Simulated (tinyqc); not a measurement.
# One electron in a tunnel-coupled double dot: charge qubit, sensing and quantum capacitance, step by step

Numbers from tinyqc (`OMP_NUM_THREADS=1 python tinyqc.py 2470031 2470032 out.jsonl`; about 0.01 s on one thread of a shared Intel Xeon 2.30GHz). Printed values are rounded.

Basis (left, right), H = [[ep/2, tc], [tc, -ep/2]], splitting Om = sqrt(ep^2 + 4 tc^2), ep = al times the gate voltage. In equilibrium the electron is on the right with the chance P_R = [1 + (ep/Om) tanh(Om/2 kB T)]/2.

Parameters, values chosen for the exercise: tunnel coupling tc = 8.9 ueV; electron temperature T = 0.32 K; lever arm of the gate on the detuning al = 0.53 eV/V; parasitic capacitance of the resonator Cp = 0.43 pF; resonator frequency f0 = 379 MHz; loaded quality factor Q = 64; deviation of quasi-static detuning noise se = 1.7 ueV; detuning ep = -13.7 ueV.

Constants: q = 1.602176634e-19 C, kB = 1.380649e-23 J/K, hbar = 1.054571817e-34 J s, h = 6.62607015e-34 J s, Vt = kB T/q. Results are converted to the units shown.

## Splitting and occupation

Also the frequency Om/h, the mixing angle arctan2(2 tc, ep) and the weight of the right dot in the ground state, (1 + ep/Om)/2.

Om = 22.46175 ueV
Om/h = 5.431226 GHz
mixing angle = 127.5841 degree
ground-state weight = 0.1950371
kB T = 27.57547 ueV
P_R = 0.3822359

## Capacitance seen by a resonator

q^2 al^2 dP_R/d(ep) splits into Cq = q^2 al^2 (2 tc^2/Om^3) tanh(Om/2 kB T) and Ct = q^2 al^2 (ep/Om)^2/(4 kB T cosh^2(Om/2 kB T)); Ct appears only if relaxation is faster than the drive. A resonator of frequency f0, capacitance Cp and quality factor Q shifts by df = -f0 Cq/(2 Cp) and its phase by -2 Q Cq/Cp.

Cq = 242.9448 aF
Ct = 129.1524 aF
df = -107.0652 kHz
phase shift = -4143.542 millidegree

## Dephasing by charge noise

Noise in ep shifts Om by (ep/Om) d + (2 tc^2/Om^3) d^2. For Gaussian d of deviation se the spread of Om is sqrt[(ep se/Om)^2 + 2 (2 tc^2 se^2/Om^3)^2], and T2* is estimated as sqrt(2) hbar/spread; Om T2*/h counts the oscillations within T2*.

first-order spread = 1.036874 ueV
second-order spread = 0.05713370 ueV
T2* = 0.8963889 ns
oscillations within T2* = 4.868491

At ep = 0 the first-order term vanishes and T2* would be 8.11 ns.
